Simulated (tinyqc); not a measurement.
## The bottom gap that matches the currents

Problem. Photon flux above E from a black body at temperature T into a hemisphere: Phi(E, T) = A sum_k exp(-k E/th)[E^2 th/k + 2 E th^2/k^2 + 2 th^3/k^3], k = 1, 2, ..., with th = kB T/q in eV and A = 2 pi q^3/(h^3 c^2). In a two-junction cell the top cell (gap E1) absorbs every photon above E1 and the bottom cell (gap E2) every photon between E2 and E1, one electron each; the sun fills the share fs X of the hemisphere. The currents match when Phi(E2, Ts) = 2 Phi(E1, Ts). Find E2 and the matched current q fs X Phi(E1, Ts).

Values chosen for this exercise: temperature of the black-body sun Ts = 4500 K; share of the hemisphere filled by the sun fs = 2.16e-5; concentration X = 1.

Constants: q = 1.602176634e-19 C, kB = 1.380649e-23 J/K, h = 6.62607015e-34 J s, c = 299792458 m/s. Results are converted to the units shown.

E1 = 1.1841097 eV

Answer. Phi falls steadily with energy, so the condition has one root below E1.

E2 = 0.620 eV
matched current = 16.7 mA/cm^2

Numbers from tinyqc (`OMP_NUM_THREADS=1 python tinyqc.py 2820013 2820014 out.jsonl`; about 0.01 s on one thread of a shared Intel Xeon 2.30GHz).
